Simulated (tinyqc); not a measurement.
Mirror strength against the number of periods: longitudinal sound in a periodic multilayer: transfer matrices, stop bands and folded phonons. Computed by tinyqc, a small Python program. Command: `OMP_NUM_THREADS=1 python tinyqc.py 3031216 3031217 out.jsonl multilayer walk`. One thread of a shared host (Intel(R) Xeon(R) Processor @ 2.30GHz), about 0.01 s of CPU time with the checks.

Layers 1 and 2 repeat with period d = d_1 + d_2; waves travel normal to the layers, without loss. State vector (u, s): displacement u and stress divided by omega. Impedances Z = rho v are in 1e6 kg/(m^2 s).

Inputs (values chosen for the exercise, modelled on gallium arsenide (layer 1), aluminium arsenide (layer 2) and gallium arsenide (substrate)):
```
quantity,value,unit
density rho_1,5.22,g/cm^3
velocity v_1,4760,m/s
thickness d_1,254,nm
density rho_2,3.75,g/cm^3
velocity v_2,5660,m/s
thickness d_2,303,nm
substrate density,5.41,g/cm^3
substrate velocity,4820,m/s
frequency f,5.18,GHz
```

Method:
- Z = rho v; interface reflection r = (Z_2 - Z_1)/(Z_2 + Z_1) (stress amplitude, from 1 into 2); Bragg frequency f_B = 1/[2 (d_1/v_1 + d_2/v_2)]; long-wave velocity v_eff = d/sqrt[(d_1/v_1)^2 + (d_2/v_2)^2 + (Z_1/Z_2 + Z_2/Z_1)(d_1/v_1)(d_2/v_2)].
- A layer maps (u, s) by [[cos p, sin p/Z], [-Z sin p, cos p]], p = 2 pi f d_i/v_i; one period is M = M_2 M_1, and cos(q d) = trace(M)/2.
- For N periods A = M^N. A wave comes from a thick layer of material 1 and leaves into the substrate (Z_s): transmitted power T = 4 Z_1 Z_s/|Z_1 A_22 + Z_s A_11 - i (Z_1 Z_s A_12 - A_21)|^2, reflected power R = 1 - T.

Bragg frequency f_B = 4.67749 GHz

Z_2 = 21.225

Z_1 = 24.8472

Z of the substrate = 26.0762

trace(M)/2 = -0.955672

Transmitted power:
```
N,T at f_B,T at f_B (dB),T at f
1,0.96770,-0.14261,0.96859
2,0.89319,-0.49058,0.90685
3,0.78875,-1.0306,0.84240
4,0.66981,-1.7405,0.79600
6,0.43975,-3.5679,0.78944
8,0.26431,-5.7788,0.89220
12,0.083201,-10.799,0.94054
16,0.024323,-16.140,0.77948
24,0.0019772,-27.040,0.84377
```

At f_B each further period removes 1.36 dB at large N, which is 20 log10 of the impedance ratio, 1.37 dB, as for a quarter-wave stack; 99 % reflection needs N = 24 among these rows. At f, in a pass band, T does not decay with N.
